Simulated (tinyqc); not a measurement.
Inputs raised by 5 %, one at a time: thermal and gravitational stress in a wafer during furnace and rapid thermal processing, and the onset of slip. Computed by tinyqc, a small Python program. Command: `OMP_NUM_THREADS=1 python tinyqc.py 3023938 3023939 out.jsonl slip sens`. One thread of a shared host (Intel(R) Xeon(R) Processor @ 2.30GHz), about 0.01 s of CPU time with the checks.

A thin free disc in plane stress, isotropic; T(r) = T_centre + dT (r/R)^n with n = 2. Stress is positive in tension; sigma_SB = 5.670374419e-8 W/(m^2 K^4), g = 9.80665 m/s^2.

Inputs (values chosen for the exercise, modelled on silicon):

| quantity | value | unit |
|---|---|---|
| wafer radius R | 100 | mm |
| thickness t | 725 | micrometre |
| Young's modulus E | 154 | GPa |
| expansion alpha | 4.49 | 1e-6/K |
| edge less centre temperature dT | -9.6 | K |
| temperature T | 1325 | K |
| prefactor A of the critical stress | 0.00027 | MPa |
| energy U of the critical stress | 1 | eV |
| density rho | 2330 | kg/m^3 |
| heat capacity c | 939 | J/(kg K) |
| conductivity k | 27.1 | W/(m K) |
| wafer spacing s | 14 | mm |
| ramp rate | 40 | K/min |

Temperature profile: parabolic.

Constants: k_B = 8.617333262e-05 eV/K.

Method:
- With x = r/R: s_rr = alpha E dT (1 - x^n)/(n + 2), s_tt = alpha E dT [1 - (n + 1) x^n]/(n + 2).
- Critical resolved stress tau_c = A exp(U/(k_B T)), a form chosen for the exercise; slip when 0.492799 |s_tt(R)| > tau_c; allowed |dT| = tau_c (n + 2)/(0.492799 n alpha E).
- In a stack heated from the rim, heat flows inward by conduction and by radiation between wafers: k_eff = k + (16/3) sigma_SB T^3 s^2/t (a diffusion estimate with the spacing as path length). A steady ramp gives the parabolic lag dT = rho c (ramp) R^2/(4 k_eff); the allowed ramp uses n = 2.

Runs:

| input moved | from | to | hoop stress at the edge (MPa) | resolved over critical stress | allowed \|dT\| (K) | allowed ramp rate (K/min) |
|---|---|---|---|---|---|---|
| base run | - | - | 3.3190 | 0.9522 | 10.082 | 24.032 |
| wafer radius R (mm) | 100 | 105 | 3.3190 | 0.9522 | 10.082 | 21.797 |
| edge less centre temperature dT (K) | -9.6 | -10.08 | 3.4850 | 0.9998 | 10.082 | 24.032 |
| temperature T (K) | 1325 | 1391.25 | 3.3190 | 1.4449 | 6.644 | 18.021 |
| prefactor A of the critical stress (MPa) | 0.00027 | 0.0002835 | 3.3190 | 0.9068 | 10.586 | 25.233 |
| conductivity k (W/(m K)) | 27.1 | 28.455 | 3.3190 | 0.9522 | 10.082 | 24.181 |
| ramp rate (K/min) | 40 | 42 | 3.3190 | 0.9522 | 10.082 | 24.032 |
| heat capacity c (J/(kg K)) | 939 | 985.95 | 3.3190 | 0.9522 | 10.082 | 22.887 |

Exponents ln(y'/y) / ln(x'/x):

| input | hoop stress at the edge | resolved over critical stress | allowed \|dT\| | allowed ramp rate |
|---|---|---|---|---|
| wafer radius R | 0 | 0.000 | 0.000 | -2.000 |
| edge less centre temperature dT | 1 | 1.000 | 0.000 | 0.000 |
| temperature T | 0 | 8.548 | -8.548 | -5.899 |
| prefactor A of the critical stress | 0 | -1.000 | 1.000 | 1.000 |
| conductivity k | 0 | 0.000 | 0.000 | 0.127 |
| ramp rate | 0 | 0.000 | 0.000 | 0.000 |
| heat capacity c | 0 | 0.000 | 0.000 | -1.000 |

Among the inputs moved here: hoop stress at the edge answers most in size to edge less centre temperature dT (exponent +1.000); its exponent is below 0.0005 for wafer radius R, temperature T, prefactor A of the critical stress, conductivity k, ramp rate, heat capacity c. Its exponent 0.000 in wafer radius R: at given dT the stress does not depend on size. Resolved over critical stress answers most in size to temperature T (exponent +8.548), next to edge less centre temperature dT (+1.000); its exponent is below 0.0005 for wafer radius R, conductivity k, ramp rate, heat capacity c. Allowed |dT| answers most in size to temperature T (exponent -8.548), next to prefactor A of the critical stress (+1.000); its exponent is below 0.0005 for wafer radius R, edge less centre temperature dT, conductivity k, ramp rate, heat capacity c. Allowed ramp rate answers most in size to temperature T (exponent -5.899), next to wafer radius R (-2.000); its exponent is below 0.0005 for edge less centre temperature dT, ramp rate. Its exponent -2.000 in wafer radius R: diffusion over the radius.
